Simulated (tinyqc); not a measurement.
The same scatterer in wider strips: conductance of a narrow metal strip with scatterers (square lattice, Green functions).

A strip of W sites across with hard walls, site energy 0 and hopping -t. Mode n = 1 to W has profile chi_n(j) = sqrt(2/(W + 1)) sin(n j pi/(W + 1)) and energy en = -2t cos(n pi/(W + 1)); E = en - 2t cos(kn a). With z_n = exp(i kn a) (Im k > 0 for closed modes, |z| < 1) each lead gives the self-energy -t z_n in mode n. One column carries the site energies v, here a notch at the edge (a site raised out of reach). In the mode basis V_nm = sum_j chi_n(j) v_j chi_m(j), G = (E - en + 2 t z_n - V)^-1, and t_nm = 2t sqrt(sin(kn a) sin(km a)) G_nm in size for open modes. T = sum |t_nm|^2, conductance (2e^2/h) T.

Constants: e^2/h = 3.874045865e-05 S.

Values chosen for the exercise (hopping and spacing of the size met in Cu or Al; the lattice is a model; the results hold for these values, not for the real material):

| symbol | value | unit | meaning |
|---|---|---|---|
| t | 0.95 | eV | hopping |
| a | 2.82 | angstrom | spacing |
| E | -0.54 | eV | Fermi energy |
| v | (50, 0, 0, 0, 0) | eV | site energies in the scattering column |

Width (W + 1) a; the strength is the entry of v largest in size. The notch stays one site deep. Added resistance (1/T - 1/M)/(2 e^2/h), M the number of open modes.

Against width:

| W | width (angstrom) | M | T | T/M | added resistance (ohm) |
|---|---|---|---|---|---|
| 3 | 11.3 | 3 | 2.0002 | 0.6667 | 2150.4 |
| 4 | 14.1 | 3 | 2.1149 | 0.7050 | 1800.4 |
| 5 | 16.9 | 4 | 3.0270 | 0.7567 | 1037.2 |
| 6 | 19.7 | 5 | 4.0094 | 0.8019 | 637.7 |
| 8 | 25.4 | 6 | 5.1079 | 0.8513 | 375.7 |
| 10 | 31.0 | 8 | 7.0165 | 0.8771 | 226.1 |
| 14 | 42.3 | 11 | 10.0219 | 0.9111 | 114.5 |
| 20 | 59.2 | 15 | 14.1067 | 0.9404 | 54.5 |

What can be read from this table?

The added resistance is 2150 ohm at W = 3 and 54.5 at W = 20; from W = 10 to 20 it changes by a factor 0.24, where 1/M gives 0.53 and 1/M^2 gives 0.28. A point scatterer removes at most one unit of M (here 0.89 to 1.00), so its resistance is at most 1/(M (M - 1)) in units of h/2e^2, without bound for M = 1, with jumps where modes open or where the site sits near a node of the open modes; the largest value is at W = 3 (2150 ohm).

Run: tinyqc, `OMP_NUM_THREADS=1 python tinyqc.py 1452556 1452557 out.jsonl`; Intel(R) Xeon(R) Processor @ 2.30GHz, one thread, shared host; about 0.01 s of CPU time with all checks.
